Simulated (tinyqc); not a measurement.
Gupta-type many-body potential for a metal. From vacancy energy E_v back to hopping xi. Computed by tinyqc, a small Python program. Command: `OMP_NUM_THREADS=1 python tinyqc.py 3031214 3031215 out.jsonl gupta inv`. One thread of a shared host (Intel(R) Xeon(R) Processor @ 2.30GHz), about 0.04 s of CPU time with the checks.

E_i = sum_j A exp(-p (r_ij/r0 - 1)) - xi rho_i^gamma, with rho_i = sum_j exp(-2 q (r_ij/r0 - 1)); gamma = 1/2 is the tight-binding second-moment form. The crystal is fcc unless stated; d is the neighbour distance and a fixed number of shells is kept.

Inputs (values chosen for the exercise, modelled on platinum):
```
quantity                  value      unit
repulsion A                 0.3        eV
decay p                    10.8         -
decay q                    3.89         -
reference distance r0     2.775  angstrom
shells kept                   2         -
embedding exponent gamma    0.5         -
```

Constants: 1 eV/angstrom^3 = 160.2176634 GPa.

Method:
- fcc shells: d sqrt(k), k = 1..5, with 12, 6, 24, 12, 24 atoms; Omega = d^3/sqrt2.
- Equilibrium: dE/dd = 0; B = d^2 E''(d)/(9 Omega).
- Repulsion and density of one neighbour in each shell, and their sums.
- Each neighbour j of the vacancy loses one repulsive term and one density term: E_v = sum_shells count x {-repulsion - xi [(rho - density)^gamma - rho^gamma]}. (The removed atom returns to a bulk-like site, so its own energy cancels.)

Task: A run gave the result below. Find the hopping xi, known to lie between 2.1 and 3.2 eV.

vacancy energy E_v = 1.2017 eV

Result:

Each step takes the trial c = (a f_b - b f_a)/(f_b - f_a), f being the result less the target and a, b, c the logarithms of the listed values; c replaces end b, the old b replaces a if the sign of f changed, and otherwise f_a is halved.

Scan of the range:
```
hopping xi (eV)  vacancy energy E_v (eV)
2.10                             0.91568
2.25                             1.01992
2.42                             1.14287
2.59                             1.27078
2.78                             1.41943
2.98                             1.58220
3.20                             1.76849
```

False position (Illinois rule, in the logarithm of the input) inside the bracket:
```
step    end a    end b    trial  vacancy energy E_v (eV)
1     2.42000  2.59000  2.49676                  1.20002
2     2.59000  2.49676  2.49894                  1.20165
3     2.59000  2.49894  2.49906                  1.20174
4     2.49894  2.49906  2.49900                  1.20170
```

Vacancy energy E_v rises at every point of a 13-point scan of the range (every second point is shown), so one value fits; it is bracketed by 2.42 and 2.59. Answer: hopping xi = 2.499 eV.
